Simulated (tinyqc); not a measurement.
# Worked calculation: thermionic-field emission through a Schottky barrier, WKB

tinyqc, about 0.03 s, one thread, Intel Xeon 2.30GHz (shared host): `OMP_NUM_THREADS=1 python tinyqc.py 2640064 2640065 out.jsonl` Printed values are rounded.

Metal on an n-type semiconductor with one parabolic valley; V > 0 is forward bias (metal positive). Energies E are counted from the conduction edge of the neutral semiconductor, whose Fermi level lies at -xi; that of the metal lies at -xi - V. The barrier is a parabola of height Vd = phi - xi - V (depletion approximation, no image force).

Inputs (values chosen for the exercise); band and dielectric values close to those of gallium arsenide:
```
symbol   value   unit                             meaning
T          400      K                         temperature
me      0.0664     m0                       electron mass
eps_r       13                      relative permittivity
phi       1.05     eV  barrier height seen from the metal
Nd        2e19  cm^-3                       donor density
V         0.19      V                                bias
nE          11                  points of the energy grid
Eb        0.95     eV        upper end of the energy grid
```

Constants: q = 1.602176634e-19 C, kB = 1.380649e-23 J/K, hbar = 1.054571817e-34 J s, h = 6.62607015e-34 J s, m0 = 9.1093837015e-31 kg, Vt = kB T/q, eps0 = 8.8541878128e-14 F/cm where lengths are in cm. Results are converted to the units shown.

Range of the model: The depletion approximation, a parabolic band and the neglect of image-force lowering make these currents estimates at high doping.

## Fermi level, barrier and E00

Nc = 2 (2 pi me m0 kB T/h^2)^1.5 (times 1e-6 for cm^-3); Nd = Nc F12(-xi/Vt), F12(x) = (2/sqrt(pi)) int_0^infinity sqrt(u)/(1 + exp(u - x)) du; E00 = (hbar/2) sqrt(Nd/(me m0 eps0 eps_r)) in SI units (volts). W = sqrt(2 eps0 eps_r Vd/(q Nd)).

Nc = 6.61047e17 cm^-3
xi = -0.402185 eV
Vd = 1.26218 V
W = 9.52253 nm
E00 = 89.3689 meV
E00/Vt = 2.59271

By a common rule of thumb, E00/Vt below 0.5 marks thermionic emission, 0.5 to 5 thermionic-field emission and above 5 field emission. By that rule alone: thermionic-field emission; with a high barrier, tunnelling near its top can carry most of the current even below 0.5.

## Current density on a coarse grid

For E < Vd, ln T(E) = -(Vd/E00) [sqrt(1 - y) - y ln((1 + sqrt(1 - y))/sqrt(y))], y = E/Vd; T(E) = 1 above. J = A* T (q/kB) int_0^infinity T(E) N(E) dE, N = ln[(1 + exp((-xi - E)/Vt))/(1 + exp((-xi - V - E)/Vt))], A* = 4 pi q me m0 kB^2/h^3 (times 1e-4 for A/(cm^2 K^2)). Simpson's rule on nE equally spaced points from 0 to Eb.

```
point    E (eV)        T(E)           N      T(E) N
0      0.000000  7.35065e-7     5.51004  4.05024e-6
1      0.095000  1.02286e-5     5.47944  5.60472e-5
2      0.190000  6.66952e-5     5.09201  3.39613e-4
3      0.285000  3.21939e-4     3.31836  0.00106831
4      0.380000  0.00126620     1.05821  0.00133990
5      0.475000  0.00424206    0.113679  4.82235e-4
6      0.570000   0.0124126  0.00762421  9.46363e-5
7      0.665000   0.0322101  4.86196e-4  1.56604e-5
8      0.760000   0.0748227  3.09004e-5  2.31205e-6
9      0.855000    0.156386  1.96346e-6  3.07058e-7
10     0.950000    0.294480  1.24760e-7  3.67393e-8
```

J = 11784.5 A/cm^2

The integrand peaks at E = 0.380 eV among these points, 0.30 of the barrier height. A converged quadrature gives 11960 A/cm^2 (this grid is 1.5 % below that), of which 1.6e-7 % passes over the barrier.
